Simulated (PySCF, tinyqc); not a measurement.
Worked calculation: MP2 on RHF in the sto-3g basis, for H6, spin multiplicity 1. The lowest restricted solution is unstable here: a spin-polarised one lies 0.0042 hartree lower (PySCF). Computed by tinyqc, a small Python program that keeps every step (integrals from PySCF). Settings: charge = 0, multiplicity = 1, basis = sto-3g, method = RHF, energy threshold = 1e-10, iteration cap = 64, orthogonalisation = symmetric, start = Wolfsberg-Helmholz matrix, DIIS depth = 6. Command: `OMP_NUM_THREADS=1 python tinyqc.py 22428 22429 out.jsonl` (the two numbers bound the seeds that draw the settings). One thread of a shared host (Intel(R) Xeon(R) Processor @ 2.60GHz), about 0.09 s of CPU time with the checks. The early iterations of the SCF are left out here.

## One-electron integrals

Geometry (angstrom):
```
atom,x,y,z
H,0.0000,0.0000,0.0000
H,0.0000,0.0000,0.9780
H,0.0000,0.0000,1.8820
H,0.0000,0.0000,2.8600
H,0.0000,0.0000,3.7630
H,0.0000,0.0000,4.7420
```

Basis sto-3g: exponents (1/bohr^2) and contraction coefficients of normalised primitives:
```
element,l (shell),exponent,coefficient
H,s (1),3.4253,0.1543
H,s (1),0.6239,0.5353
H,s (1),0.1689,0.4446
```

Overlap, kinetic and nuclear-attraction integrals over the contracted functions; the nuclear repulsion is the sum of Za Zb / Rab.

nuclear repulsion = 4.871819 hartree

overlap S:
```
,1H 1s,2H 1s,3H 1s,4H 1s,5H 1s,6H 1s
1H 1s,1.0000,0.5095,0.1442,0.0244,0.0032,0.0002
2H 1s,0.5095,1.0000,0.5547,0.1442,0.0285,0.0032
3H 1s,0.1442,0.5547,1.0000,0.5095,0.1445,0.0244
4H 1s,0.0244,0.1442,0.5095,1.0000,0.5553,0.1442
5H 1s,0.0032,0.0285,0.1445,0.5553,1.0000,0.5089
6H 1s,0.0002,0.0032,0.0244,0.1442,0.5089,1.0000
```

kinetic energy T (hartree):
```
,1H 1s,2H 1s,3H 1s,4H 1s,5H 1s,6H 1s
1H 1s,0.7600,0.1197,-0.0082,-0.0078,-0.0019,-0.0002
2H 1s,0.1197,0.7600,0.1509,-0.0082,-0.0085,-0.0019
3H 1s,-0.0082,0.1509,0.7600,0.1197,-0.0082,-0.0078
4H 1s,-0.0078,-0.0082,0.1197,0.7600,0.1513,-0.0082
5H 1s,-0.0019,-0.0085,-0.0082,0.1513,0.7600,0.1193
6H 1s,-0.0002,-0.0019,-0.0078,-0.0082,0.1193,0.7600
```

nuclear attraction V (hartree):
```
,1H 1s,2H 1s,3H 1s,4H 1s,5H 1s,6H 1s
1H 1s,-2.4678,-1.2808,-0.3600,-0.0600,-0.0077,-0.0006
2H 1s,-1.2808,-2.9203,-1.5597,-0.3831,-0.0723,-0.0077
3H 1s,-0.3600,-1.5597,-3.0559,-1.4457,-0.3838,-0.0600
4H 1s,-0.0600,-0.3831,-1.4457,-3.0562,-1.5619,-0.3600
5H 1s,-0.0077,-0.0723,-0.3838,-1.5619,-2.9205,-1.2791
6H 1s,-0.0006,-0.0077,-0.0600,-0.3600,-1.2791,-2.4673
```

core Hamiltonian H = T + V (hartree):
```
,1H 1s,2H 1s,3H 1s,4H 1s,5H 1s,6H 1s
1H 1s,-1.7078,-1.1612,-0.3682,-0.0678,-0.0097,-0.0008
2H 1s,-1.1612,-2.1603,-1.4089,-0.3913,-0.0808,-0.0096
3H 1s,-0.3682,-1.4089,-2.2958,-1.3260,-0.3920,-0.0678
4H 1s,-0.0678,-0.3913,-1.3260,-2.2962,-1.4106,-0.3682
5H 1s,-0.0097,-0.0808,-0.3920,-1.4106,-2.1605,-1.1598
6H 1s,-0.0008,-0.0096,-0.0678,-0.3682,-1.1598,-1.7073
```

## Two-electron integrals

Functions are numbered as in S; the eight-fold symmetry (ij|kl) = (ji|kl) = (kl|ij) leaves the list below.

Two-electron integrals (ij|kl) in chemists' order, unique and non-zero (hartree):
```
i,j,k,l,(ij|kl)
1,1,1,1,0.7746
2,1,1,1,0.3196
2,1,2,1,0.1672
2,2,1,1,0.4853
2,2,2,1,0.3196
2,2,2,2,0.7746
3,1,1,1,0.0697
3,1,2,1,0.0401
3,1,2,2,0.0869
3,1,3,1,0.0109
3,2,1,1,0.2017
3,2,2,1,0.1369
3,2,2,2,0.3559
3,2,3,1,0.0435
3,2,3,2,0.2019
3,3,1,1,0.2797
3,3,2,1,0.1897
3,3,2,2,0.5104
3,3,3,1,0.0697
3,3,3,2,0.3559
3,3,3,3,0.7746
4,1,1,1,0.0091
4,1,2,1,0.0056
4,1,2,2,0.0129
4,1,3,1,0.0017
4,1,3,2,0.0072
4,1,3,3,0.0129
4,1,4,1,2.78e-04
4,2,1,1,0.0410
4,2,2,1,0.0272
4,2,2,2,0.0697
4,2,3,1,0.0091
4,2,3,2,0.0435
4,2,3,3,0.0869
4,2,4,1,0.0017
4,2,4,2,0.0109
4,3,1,1,0.1145
4,3,2,1,0.0741
4,3,2,2,0.1897
4,3,3,1,0.0272
4,3,3,2,0.1369
4,3,3,3,0.3196
4,3,4,1,0.0056
4,3,4,2,0.0401
4,3,4,3,0.1672
4,4,1,1,0.1850
4,4,2,1,0.1145
4,4,2,2,0.2797
4,4,3,1,0.0410
4,4,3,2,0.2017
4,4,3,3,0.4853
4,4,4,1,0.0091
4,4,4,2,0.0697
4,4,4,3,0.3196
4,4,4,4,0.7746
5,1,1,1,0.0009
5,1,2,1,0.0006
5,1,2,2,0.0014
5,1,3,1,1.93e-04
5,1,3,2,0.0009
5,1,3,3,0.0017
5,1,4,1,3.48e-05
5,1,4,2,2.23e-04
5,1,4,3,0.0008
5,1,4,4,0.0014
5,1,5,1,4.63e-06
5,2,1,1,0.0066
5,2,2,1,0.0043
5,2,2,2,0.0108
5,2,3,1,0.0015
5,2,3,2,0.0071
5,2,3,3,0.0150
5,2,4,1,2.86e-04
5,2,4,2,0.0020
5,2,4,3,0.0077
5,2,4,4,0.0150
5,2,5,1,4.04e-05
5,2,5,2,3.80e-04
5,3,1,1,0.0276
5,3,2,1,0.0173
5,3,2,2,0.0427
5,3,3,1,0.0062
5,3,3,2,0.0303
5,3,3,3,0.0698
5,3,4,1,0.0013
5,3,4,2,0.0094
5,3,4,3,0.0401
5,3,4,4,0.0870
5,3,5,1,1.93e-04
5,3,5,2,0.0020
5,3,5,3,0.0110
5,4,1,1,0.0891
5,4,2,1,0.0536
5,4,2,2,0.1267
5,4,3,1,0.0185
5,4,3,2,0.0877
5,4,3,3,0.2020
5,4,4,1,0.0040
5,4,4,2,0.0302
5,4,4,3,0.1371
5,4,4,4,0.3564
5,4,5,1,0.0006
5,4,5,2,0.0071
5,4,5,3,0.0436
5,4,5,4,0.2024
5,5,1,1,0.1406
5,5,2,1,0.0827
5,5,2,2,0.1900
5,5,3,1,0.0276
5,5,3,2,0.1266
5,5,3,3,0.2799
5,5,4,1,0.0058
5,5,4,2,0.0427
5,5,4,3,0.1899
5,5,4,4,0.5107
5,5,5,1,0.0009
5,5,5,2,0.0108
5,5,5,3,0.0698
5,5,5,4,0.3564
5,5,5,5,0.7746
6,1,1,1,5.26e-05
6,1,2,1,3.35e-05
6,1,2,2,8.31e-05
6,1,3,1,1.16e-05
6,1,3,2,5.57e-05
6,1,3,3,1.20e-04
6,1,4,1,2.28e-06
6,1,4,2,1.57e-05
6,1,4,3,6.21e-05
6,1,4,4,1.20e-04
6,1,5,1,3.25e-07
6,1,5,2,3.05e-06
6,1,5,3,1.57e-05
6,1,5,4,5.57e-05
6,1,5,5,8.31e-05
6,1,6,1,2.48e-08
6,2,1,1,0.0006
6,2,2,1,3.77e-04
6,2,2,2,0.0009
6,2,3,1,1.32e-04
6,2,3,2,0.0006
6,2,3,3,0.0014
6,2,4,1,2.69e-05
6,2,4,2,1.92e-04
6,2,4,3,0.0008
6,2,4,4,0.0017
6,2,5,1,4.00e-06
6,2,5,2,4.03e-05
6,2,5,3,2.23e-04
6,2,5,4,0.0009
6,2,5,5,0.0014
6,2,6,1,3.24e-07
6,2,6,2,4.60e-06
6,3,1,1,0.0040
6,3,2,1,0.0024
6,3,2,2,0.0058
6,3,3,1,0.0008
6,3,3,2,0.0040
6,3,3,3,0.0091
6,3,4,1,1.76e-04
6,3,4,2,0.0013
6,3,4,3,0.0056
6,3,4,4,0.0129
6,3,5,1,2.70e-05
6,3,5,2,2.86e-04
6,3,5,3,0.0017
6,3,5,4,0.0072
6,3,5,5,0.0129
6,3,6,1,2.28e-06
6,3,6,2,3.47e-05
6,3,6,3,2.78e-04
6,4,1,1,0.0203
6,4,2,1,0.0120
6,4,2,2,0.0276
6,4,3,1,0.0040
6,4,3,2,0.0185
6,4,3,3,0.0410
6,4,4,1,0.0008
6,4,4,2,0.0062
6,4,4,3,0.0272
6,4,4,4,0.0697
6,4,5,1,1.32e-04
6,4,5,2,0.0015
6,4,5,3,0.0092
6,4,5,4,0.0436
6,4,5,5,0.0869
6,4,6,1,1.16e-05
6,4,6,2,1.92e-04
6,4,6,3,0.0017
6,4,6,4,0.0109
6,5,1,1,0.0635
6,5,2,1,0.0367
6,5,2,2,0.0826
6,5,3,1,0.0120
6,5,3,2,0.0535
6,5,3,3,0.1144
6,5,4,1,0.0024
6,5,4,2,0.0173
6,5,4,3,0.0740
6,5,4,4,0.1896
6,5,5,1,3.77e-04
6,5,5,2,0.0043
6,5,5,3,0.0272
6,5,5,4,0.1369
6,5,5,5,0.3191
6,5,6,1,3.34e-05
6,5,6,2,0.0006
6,5,6,3,0.0056
6,5,6,4,0.0400
6,5,6,5,0.1668
6,6,1,1,0.1116
6,6,2,1,0.0636
6,6,2,2,0.1406
6,6,3,1,0.0203
6,6,3,2,0.0890
6,6,3,3,0.1850
6,6,4,1,0.0040
6,6,4,2,0.0276
6,6,4,3,0.1145
6,6,4,4,0.2797
6,6,5,1,0.0006
6,6,5,2,0.0066
6,6,5,3,0.0411
6,6,5,4,0.2019
6,6,5,5,0.4849
6,6,6,1,5.26e-05
6,6,6,2,0.0009
6,6,6,3,0.0091
6,6,6,4,0.0697
6,6,6,5,0.3191
6,6,6,6,0.7746
```

## Orthogonalisation

S = U s U^T; symmetric (Loewdin) form X = U s^(-1/2) U^T, so that X^T S X = 1.

eigenvalues of S: 0.2143  0.3423  0.6284  1.0178  1.6190  2.1781

X:
```
,1H 1s,2H 1s,3H 1s,4H 1s,5H 1s,6H 1s
1H 1s,1.1314,-0.3491,0.0713,-0.0121,0.0030,-0.0007
2H 1s,-0.3491,1.3239,-0.4310,0.0809,-0.0164,0.0030
3H 1s,0.0713,-0.4310,1.3372,-0.3977,0.0810,-0.0121
4H 1s,-0.0121,0.0809,-0.3977,1.3378,-0.4316,0.0712
5H 1s,0.0030,-0.0164,0.0810,-0.4316,1.3241,-0.3486
6H 1s,-0.0007,0.0030,-0.0121,0.0712,-0.3486,1.1310
```

## Iteration 7 (converged): orbitals

converged F (hartree):
```
,1H 1s,2H 1s,3H 1s,4H 1s,5H 1s,6H 1s
1H 1s,-0.2538,-0.4859,-0.1874,-0.0129,0.0007,-0.0119
2H 1s,-0.4859,-0.3960,-0.4714,-0.1855,-0.0399,0.0007
3H 1s,-0.1874,-0.4714,-0.4046,-0.4966,-0.1858,-0.0128
4H 1s,-0.0129,-0.1855,-0.4966,-0.4050,-0.4720,-0.1874
5H 1s,0.0007,-0.0399,-0.1858,-0.4720,-0.3960,-0.4854
6H 1s,-0.0119,0.0007,-0.0128,-0.1874,-0.4854,-0.2534
```

Diagonalise F' = X^T F X, C = X C', fill 3 alpha and 3 beta electrons from the bottom; D = 2 C_occ C_occ^T. Each column has its largest component positive (the first on a tie).

F' = X^T F X (hartree):
```
,1,2,3,4,5,6
1,0.0015,-0.5090,0.0802,0.0149,0.0062,-0.0167
2,-0.5090,0.1238,-0.5056,0.0923,-0.0191,0.0062
3,0.0802,-0.5056,0.1304,-0.5504,0.0923,0.0150
4,0.0149,0.0923,-0.5504,0.1307,-0.5063,0.0802
5,0.0062,-0.0191,0.0923,-0.5063,0.1238,-0.5084
6,-0.0167,0.0062,0.0150,0.0802,-0.5084,0.0013
```

orbital energies (hartree): MO1 -0.7023, MO2 -0.5559, MO3 -0.3092, MO4 0.2230, MO5 0.6811, MO6 1.1748

coefficients C:
```
,MO1,MO2,MO3,MO4,MO5,MO6
1H 1s,0.1471,0.3296,0.4922,-0.6399,-0.6614,-0.4333
2H 1s,0.2755,0.4185,0.2629,0.3161,0.9120,0.9031
3H 1s,0.3641,0.1635,-0.4353,0.5363,-0.4274,-1.1510
4H 1s,0.3644,-0.1640,-0.4347,-0.5355,-0.4280,1.1520
5H 1s,0.2758,-0.4180,0.2636,-0.3168,0.9110,-0.9040
6H 1s,0.1470,-0.3288,0.4930,0.6406,-0.6598,0.4330
```

D after iteration 7:
```
,1H 1s,2H 1s,3H 1s,4H 1s,5H 1s,6H 1s
1H 1s,0.7450,0.6157,-0.2135,-0.4288,0.0650,0.3117
2H 1s,0.6157,0.6403,0.1086,-0.1651,-0.0593,0.0650
3H 1s,-0.2135,0.1086,0.6975,0.5901,-0.1654,-0.4296
4H 1s,-0.4288,-0.1651,0.5901,0.6973,0.1088,-0.2136
5H 1s,0.0650,-0.0593,-0.1654,0.1088,0.6404,0.6158
6H 1s,0.3117,0.0650,-0.4296,-0.2136,0.6158,0.7455
```

## Convergence

Stop when the energy changes by less than 1e-10 hartree and every element of the error matrix X^T (F D S - S D F) X is below 3e-06.

Course of the cycle:
```
iteration,E (hartree),change,largest element of the error matrix
1,-3.089932,-,7.03e-02
2,-3.119421,-2.95e-02,2.95e-02
3,-3.122477,-3.06e-03,9.13e-03
4,-3.122779,-3.02e-04,3.48e-04
5,-3.122779,-2.12e-07,2.11e-05
6,-3.122779,-1.74e-09,1.56e-06
7,-3.122779,-9.57e-12,1.39e-07
```

PySCF RHF in the same basis = -3.122779 hartree

Converged in 7 iterations.

## Integrals over molecular orbitals

(pq|rs) = sum C_ip C_jq C_kr C_ls (ij|kl), one index at a time.

one-electron integrals over orbitals h = C^T H C (hartree):
```
,1,2,3,4,5,6
1,-2.3817,0.0002,0.1525,0.0002,-0.0601,-0.0001
2,0.0002,-2.1271,0.0000,-0.2296,-0.0003,-0.0371
3,0.1525,0.0000,-1.9183,0.0005,-0.1880,0.0001
4,0.0002,-0.2296,0.0005,-1.7186,0.0000,0.1608
5,-0.0601,-0.0003,-0.1880,0.0000,-1.4056,0.0001
6,-0.0001,-0.0371,0.0001,0.1608,0.0001,-1.1689
```

Two-electron integrals over orbitals (pq|rs), unique and non-zero (hartree):
```
p,q,r,s,(pq|rs)
1,1,1,1,0.4469
2,1,1,1,-1.93e-04
2,1,2,1,0.1371
2,2,1,1,0.3648
2,2,2,1,2.60e-04
2,2,2,2,0.3880
3,1,1,1,-0.0808
3,1,2,1,-2.60e-05
3,1,2,2,0.0196
3,1,3,1,0.0961
3,2,1,1,-4.88e-05
3,2,2,1,0.0956
3,2,2,2,2.86e-04
3,2,3,1,-7.08e-05
3,2,3,2,0.1229
3,3,1,1,0.3680
3,3,2,1,-1.58e-04
3,3,2,2,0.3568
3,3,3,1,-0.0152
3,3,3,2,-2.05e-04
3,3,3,3,0.3785
4,1,1,1,-1.00e-04
4,1,2,1,0.0550
4,1,2,2,-5.09e-05
4,1,3,1,-7.00e-05
4,1,3,2,-0.0170
4,1,3,3,6.49e-05
4,1,4,1,0.0771
4,2,1,1,0.0872
4,2,2,1,-1.47e-04
4,2,2,2,0.0204
4,2,3,1,-0.0624
4,2,3,2,-9.84e-05
4,2,3,3,-0.0012
4,2,4,1,-4.24e-05
4,2,4,2,0.0899
4,3,1,1,-1.37e-04
4,3,2,1,-0.0900
4,3,2,2,-2.49e-04
4,3,3,1,2.27e-04
4,3,3,2,-0.0923
4,3,3,3,1.48e-04
4,3,4,1,-0.0074
4,3,4,2,-1.09e-04
4,3,4,3,0.1196
4,4,1,1,0.3771
4,4,2,1,-1.27e-04
4,4,2,2,0.3634
4,4,3,1,-0.0172
4,4,3,2,-1.55e-04
4,4,3,3,0.3737
4,4,4,1,3.17e-05
4,4,4,2,0.0128
4,4,4,3,8.95e-05
4,4,4,4,0.3885
5,1,1,1,0.0023
5,1,2,1,1.59e-05
5,1,2,2,0.0382
5,1,3,1,0.0360
5,1,3,2,-5.24e-05
5,1,3,3,-0.0164
5,1,4,1,-2.06e-05
5,1,4,2,0.0232
5,1,4,3,4.32e-06
5,1,4,4,-0.0061
5,1,5,1,0.0579
5,2,1,1,6.59e-05
5,2,2,1,0.0504
5,2,2,2,8.72e-05
5,2,3,1,-1.12e-04
5,2,3,2,0.0051
5,2,3,3,1.37e-05
5,2,4,1,0.0502
5,2,4,2,1.22e-04
5,2,4,3,0.0290
5,2,4,4,1.33e-05
5,2,5,1,7.46e-05
5,2,5,2,0.0837
5,3,1,1,0.0889
5,3,2,1,-1.34e-04
5,3,2,2,0.0207
5,3,3,1,-0.0645
5,3,3,2,-6.77e-05
5,3,3,3,0.0099
5,3,4,1,-4.00e-05
5,3,4,2,0.0817
5,3,4,3,-1.39e-04
5,3,4,4,0.0076
5,3,5,1,0.0140
5,3,5,2,1.01e-04
5,3,5,3,0.0884
5,4,1,1,-8.49e-05
5,4,2,1,0.1003
5,4,2,2,2.67e-04
5,4,3,1,-5.39e-05
5,4,3,2,0.1156
5,4,3,3,-2.19e-04
5,4,4,1,-0.0050
5,4,4,2,-9.92e-05
5,4,4,3,-0.0930
5,4,4,4,-1.70e-04
5,4,5,1,-3.11e-05
5,4,5,2,0.0102
5,4,5,3,-8.96e-05
5,4,5,4,0.1245
5,5,1,1,0.3870
5,5,2,1,2.14e-04
5,5,2,2,0.3974
5,5,3,1,0.0064
5,5,3,2,2.32e-04
5,5,3,3,0.3739
5,5,4,1,-3.18e-05
5,5,4,2,0.0280
5,5,4,3,-2.39e-04
5,5,4,4,0.3833
5,5,5,1,0.0347
5,5,5,2,9.42e-05
5,5,5,3,0.0293
5,5,5,4,2.33e-04
5,5,5,5,0.4276
6,1,1,1,6.13e-05
6,1,2,1,-0.0022
6,1,2,2,3.34e-05
6,1,3,1,-5.73e-05
6,1,3,2,0.0267
6,1,3,3,-3.58e-05
6,1,4,1,-0.0294
6,1,4,2,1.78e-05
6,1,4,3,0.0350
6,1,4,4,-2.95e-05
6,1,5,1,-5.99e-05
6,1,5,2,0.0340
6,1,5,3,9.45e-06
6,1,5,4,0.0239
6,1,5,5,2.11e-05
6,1,6,1,0.0688
6,2,1,1,0.0030
6,2,2,1,3.90e-05
6,2,2,2,0.0373
6,2,3,1,0.0341
6,2,3,2,-3.56e-05
6,2,3,3,-0.0092
6,2,4,1,2.91e-06
6,2,4,2,0.0172
6,2,4,3,-3.98e-06
6,2,4,4,-0.0112
6,2,5,1,0.0515
6,2,5,2,8.86e-05
6,2,5,3,0.0191
6,2,5,4,-3.17e-05
6,2,5,5,0.0367
6,2,6,1,-6.20e-05
6,2,6,2,0.0541
6,3,1,1,-8.90e-05
6,3,2,1,0.0535
6,3,2,2,-2.96e-05
6,3,3,1,-6.71e-05
6,3,3,2,-0.0100
6,3,3,3,5.51e-05
6,3,4,1,0.0698
6,3,4,2,-4.00e-05
6,3,4,3,-0.0083
6,3,4,4,5.57e-05
6,3,5,1,-1.87e-05
6,3,5,2,0.0492
6,3,5,3,-5.05e-05
6,3,5,4,-0.0098
6,3,5,5,-3.06e-05
6,3,6,1,-0.0273
6,3,6,2,-3.59e-06
6,3,6,3,0.0742
6,4,1,1,-0.0841
6,4,2,1,-1.14e-05
6,4,2,2,0.0117
6,4,3,1,0.0924
6,4,3,2,-5.46e-05
6,4,3,3,-0.0183
6,4,4,1,-6.42e-05
6,4,4,2,-0.0642
6,4,4,3,2.22e-04
6,4,4,4,-0.0210
6,4,5,1,0.0334
6,4,5,2,-1.10e-04
6,4,5,3,-0.0666
6,4,5,4,-4.53e-05
6,4,5,5,0.0093
6,4,6,1,-5.45e-05
6,4,6,2,0.0342
6,4,6,3,-6.74e-05
6,4,6,4,0.1020
6,5,1,1,-1.80e-04
6,5,2,1,0.1404
6,5,2,2,2.67e-04
6,5,3,1,-4.74e-05
6,5,3,2,0.1015
6,5,3,3,-1.67e-04
6,5,4,1,0.0552
6,5,4,2,-1.40e-04
6,5,4,3,-0.0963
6,5,4,4,-1.30e-04
6,5,5,1,8.43e-06
6,5,5,2,0.0524
6,5,5,3,-1.29e-04
6,5,5,4,0.1084
6,5,5,5,2.38e-04
6,5,6,1,-0.0023
6,5,6,2,3.36e-05
6,5,6,3,0.0589
6,5,6,4,-3.66e-05
6,5,6,5,0.1601
6,6,1,1,0.4787
6,6,2,1,-1.98e-04
6,6,2,2,0.3930
6,6,3,1,-0.0870
6,6,3,2,-5.32e-05
6,6,3,3,0.3988
6,6,4,1,-9.92e-05
6,6,4,2,0.0956
6,6,4,3,-1.56e-04
6,6,4,4,0.4117
6,6,5,1,0.0029
6,6,5,2,8.14e-05
6,6,5,3,0.1004
6,6,5,4,-9.11e-05
6,6,5,5,0.4281
6,6,6,1,6.53e-05
6,6,6,2,0.0040
6,6,6,3,-9.37e-05
6,6,6,4,-0.0975
6,6,6,5,-2.00e-04
6,6,6,6,0.5441
```

## Second-order Moller-Plesset energy

Hartree-Fock energy = -3.122779 hartree

E2 = sum_ijab (ia|jb) [2 (ia|jb) - (ib|ja)] / (e_i + e_j - e_a - e_b) over occupied i, j and virtual a, b; the opposite-spin part is (ia|jb)^2 / denominator, the rest is same-spin, and SCS-MP2 scales them by 6/5 and 1/3.

Terms (the 40 largest of 81):
```
i,j,a,b,(ia|jb),(ib|ja),denominator,term
3,3,4,4,0.1196,0.1196,-1.0644,-0.0134
2,3,4,5,0.0817,0.0290,-1.7693,-0.0062
3,2,5,4,0.0817,0.0290,-1.7693,-0.0062
2,2,4,4,0.0899,0.0899,-1.5579,-0.0052
3,3,5,5,0.0884,0.0884,-1.9806,-0.0039
1,1,4,4,0.0771,0.0771,-1.8507,-0.0032
3,1,6,4,0.0698,0.0350,-2.4093,-0.0030
1,3,4,6,0.0698,0.0350,-2.4093,-0.0030
2,2,5,5,0.0837,0.0837,-2.4741,-0.0028
3,3,6,6,0.0742,0.0742,-2.9680,-0.0019
2,1,5,4,0.0502,0.0232,-2.1624,-0.0018
1,2,4,5,0.0502,0.0232,-2.1624,-0.0018
2,3,5,6,0.0492,0.0191,-2.7210,-0.0014
3,2,6,5,0.0492,0.0191,-2.7210,-0.0014
1,1,6,6,0.0688,0.0688,-3.7542,-0.0013
1,1,5,5,0.0579,0.0579,-2.7669,-0.0012
2,1,6,5,0.0515,0.0340,-3.1142,-0.0011
1,2,5,6,0.0515,0.0340,-3.1142,-0.0011
2,2,6,6,0.0541,0.0541,-3.4614,-0.0008
2,3,5,4,0.0290,0.0817,-1.7693,3.90e-04
3,2,4,5,0.0290,0.0817,-1.7693,3.90e-04
1,1,4,6,-0.0294,-0.0294,-2.8025,-3.07e-04
1,1,6,4,-0.0294,-0.0294,-2.8025,-3.07e-04
1,3,6,6,-0.0273,-0.0273,-3.3611,-2.22e-04
3,1,6,6,-0.0273,-0.0273,-3.3611,-2.22e-04
1,2,6,5,0.0340,0.0515,-3.1142,-1.81e-04
2,1,5,6,0.0340,0.0515,-3.1142,-1.81e-04
2,2,4,6,0.0172,0.0172,-2.5097,-1.18e-04
2,2,6,4,0.0172,0.0172,-2.5097,-1.18e-04
3,1,5,5,0.0140,0.0140,-2.3737,-8.21e-05
1,3,5,5,0.0140,0.0140,-2.3737,-8.21e-05
2,3,6,5,0.0191,0.0492,-2.7210,7.73e-05
3,2,5,6,0.0191,0.0492,-2.7210,7.73e-05
2,1,4,5,0.0232,0.0502,-2.1624,4.13e-05
1,2,5,4,0.0232,0.0502,-2.1624,4.13e-05
1,3,4,4,-0.0074,-0.0074,-1.4576,-3.78e-05
3,1,4,4,-0.0074,-0.0074,-1.4576,-3.78e-05
3,3,4,6,-0.0083,-0.0083,-2.0162,-3.45e-05
3,3,6,4,-0.0083,-0.0083,-2.0162,-3.45e-05
1,3,6,4,0.0350,0.0698,-2.4093,-3.46e-06
```

Pair energies (hartree; pair i-j sums ij and ji):
```
pair,opposite spin,same spin
1-1,-0.0063,0
2-1,-0.0053,-0.0009
2-2,-0.0091,0
3-1,-0.0057,-0.0010
3-2,-0.0105,-0.0038
3-3,-0.0193,0
```

MP2 correlation energy = -0.061989 hartree

SCS-MP2 correlation energy = -0.069454 hartree

MP2 total energy = -3.184768 hartree
